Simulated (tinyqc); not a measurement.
# Energy and delay of logic against supply voltage: energy and delay against supply voltage

One expression serves below and above threshold: I(Vg) = Ik [ln(1 + exp((Vg - VT + dd V)/(al nf Vt)))]^al, with I_on = I(V) and I_off = I(0). Gate delay td = kd C V/I_on, clock period LD td. Per gate and cycle the switching energy is act C V^2 and the leakage energy I_off V LD td. No short-circuit current, no variation. Minima are sought above 0.09 V; below a few Vt gates no longer switch and the model has no meaning.

EDP = energy times td.

Parameters, values chosen for the exercise; values of the order met in logic technologies: temperature T = 378 K; threshold voltage at zero drain bias VT = 0.4 V; slope factor nf = 1.07; barrier lowering per volt of supply dd = 0.05; specific current of a gate Ik = 0.44 uA; exponent of the current law al = 1.62; load capacitance of a gate C = 1.1 fF; delay factor kd = 0.8; logic depth LD = 60; activity factor act = 0.05.

Constants: q = 1.602176634e-19 C, kB = 1.380649e-23 J/K, Vt = kB T/q. Results are converted to the units shown.

Results:

| V (V) | I_on (uA) | I_off (nA) | td (ps) | switching (aJ) | leakage (aJ) | energy (aJ) | EDP (fJ ps) |
|---|---|---|---|---|---|---|---|
| 0.16 | 5.583e-4 | 0.005736 | 2.522e5 | 1.408 | 13.89 | 15.29 | 3857 |
| 0.27 | 0.01410 | 0.006716 | 1.685e4 | 4.010 | 1.833 | 5.842 | 98.43 |
| 0.51 | 1.925 | 0.009474 | 233.2 | 14.31 | 0.06760 | 14.37 | 3.352 |
| 0.62 | 4.953 | 0.01109 | 110.1 | 21.14 | 0.04545 | 21.19 | 2.334 |
| 0.74 | 9.537 | 0.01317 | 68.28 | 30.12 | 0.03994 | 30.16 | 2.059 |
| 0.85 | 14.70 | 0.01542 | 50.89 | 39.74 | 0.04003 | 39.78 | 2.024 |
| 0.97 | 21.26 | 0.01832 | 40.15 | 51.75 | 0.04281 | 51.79 | 2.079 |
| 1.08 | 28.06 | 0.02145 | 33.88 | 64.15 | 0.04708 | 64.20 | 2.175 |
| 1.2 | 36.26 | 0.02547 | 29.12 | 79.20 | 0.05340 | 79.25 | 2.308 |

Estimate the missing row, V = 0.39 V.

Computed row:

| V (V) | I_on (uA) | I_off (nA) | td (ps) | switching (aJ) | leakage (aJ) | energy (aJ) | EDP (fJ ps) |
|---|---|---|---|---|---|---|---|
| 0.39 | 0.2947 | 0.007976 | 1165 | 8.366 | 0.2174 | 8.583 | 9.996 |

With this row back in the table: td falls from 2.52e5 to 29.1 ps; the energy goes from 15.3 through a minimum of 5.84 (at V = 0.27 V among the rows listed) to 79.3 aJ and the EDP goes from 3860 through a minimum of 2.02 (at V = 0.85 V among the rows listed) to 2.31 fJ ps. The exact minima lie at V = 0.278 V for the energy and 0.829 V for the EDP. Going from 1.2 V to the energy minimum saves a factor of 13.6 in energy and costs a factor of 475 in delay. Below the minimum the leakage energy rises faster than the switching energy falls, because the clock period grows so steeply.

Program tinyqc, `OMP_NUM_THREADS=1 python tinyqc.py 2082143 2082144 out.jsonl`; Intel Xeon 2.30GHz, shared host, one thread, about 0.01 s.
